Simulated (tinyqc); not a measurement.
Worked calculation: shallow acceptor in the spherical four-band model. Values are carried at full precision from step to step, so a last printed digit may differ when a step is redone from the rounded ones.

Units Ry* = Ry/(g1 eps^2) and a* = a0 eps g1; mu = (6 g3 + 4 g2)/(5 g1) is the spherical heavy-light coupling and delta = (g3 - g2)/g1 the cubic term, which is left out.

Constants: Ry = 13.60569312 eV; a0 (Bohr radius) = 0.5291772105 angstrom.

Values chosen for the exercise (near those of a shallow acceptor in Si, where the small spin-orbit splitting and strong warping make this model rough; not measured data): g1 = 4.33 (Luttinger gamma1); g2 = 0.34 (gamma2); g3 = 1.43 (gamma3); eps = 11.4 (dielectric constant); al = (0.172, 1.03, 6.18) 1/a*^2 (exponents a_i, the same for f and g); Dso = 0.043 eV (spin-orbit splitting).

## Units and couplings

Give Ry*, a*, mu, delta and the spherical masses 1/(g1 (1 -/+ mu)).

Ry* = 24.178 meV
a* = 26.12 angstrom
mu = 0.4591
delta = 0.2517

heavy and light mass (m0): 0.4270  0.1583

A hydrogen model with the heavy mass would bind by Ry*/(1 - mu) = 44.7 meV and with the light mass by 16.6 meV. delta/mu = 0.55: the cubic term is not small, so the spherical result is a first estimate.

## Matrices in a small basis

The ground state 1S3/2 has an L = 0 part f(r) and an L = 2 part g(r). In units of Ry* and a*, with Gaussians f_i = exp(-a_i r^2), g_i = r^2 exp(-a_i r^2), A = a_i + a_j and I(n) = Gamma((n + 1)/2)/(2 A^((n + 1)/2)): S_ff = I(2), S_gg = I(6), H_ff = (6 a_i a_j/A) I(2) - 2 I(1), H_gg = (14 a_i a_j/A) I(6) - 2 I(5), H_fg = -mu [15 I(2) - 20 a_j I(4) + 4 a_j^2 I(6)]; each function is then normalised. The split-off band is left out.

Form S and H.

S:
```
        f1      f2      f3      g1      g2      g3
f1  1.0000  0.5861  0.1850       0       0       0
f2  0.5861  1.0000  0.5855       0       0       0
f3  0.1850  0.5855  1.0000       0       0       0
g1       0       0       0  1.0000  0.2875  0.0195
g2       0       0       0  0.2875  1.0000  0.2868
g3       0       0       0  0.0195  0.2868  1.0000
```

H (Ry*):
```
         f1       f2        f3       g1       g2        g3
f1  -0.8076  -0.9318   -0.8663  -0.3058  -0.0879   -0.0060
f2  -0.9318  -0.1491   -0.4465  -0.5265  -1.8315   -0.5252
f3  -0.8663  -0.4465   10.6060  -0.2142  -3.1513  -10.9891
g1  -0.3058  -0.5265   -0.2142   0.4981   0.2138   -0.0135
g2  -0.0879  -1.8315   -3.1513   0.2138   5.4825    2.6176
g3  -0.0060  -0.5252  -10.9891  -0.0135   2.6176   39.0285
```

## Ground state in the small basis

Solve H u = E S u for the lowest level of the acceptor; the first half of the basis is L = 0 and the second L = 2. Give E, E without the f-g block, and the L = 2 weight u_g S_gg u_g with u S u = 1.

E = -1.211 Ry*
E without coupling = -0.989 Ry*
L = 2 weight = 0.083

Without the coupling the exact value is -1, which this basis, tuned to the compact coupled state, misses by 0.011. The coupling to L = 2 takes the level to 1.21 times that exact value.

## Converged result

Converged values use 22 exponents 2.2^i, i = -7 to 14, for f and for g.
Ground and next level of the same symmetry, L = 2 weight and mean radius.

1S3/2 and 2S3/2 (Ry*): -1.239  -0.337

binding energies (meV): 30.0  8.2

L = 2 weight = 0.092
<r> = 32.6 angstrom

The small basis reaches 98 % of the binding. The ratio 1S/2S is 3.68 (4 for hydrogen). The binding is 0.70 of Dso, so the split-off band, left out here, would deepen it noticeably.

## Checks

- Level at mu = 0 against -1 Ry*: both -1.0000.
- Ground level from a second, denser basis, Ry*: both -1.239.

Program tinyqc; command `OMP_NUM_THREADS=1 python tinyqc.py 1250265 1250266 out.jsonl`; about 0.03 s on one thread of a shared Intel(R) Xeon(R) Processor @ 2.30GHz.
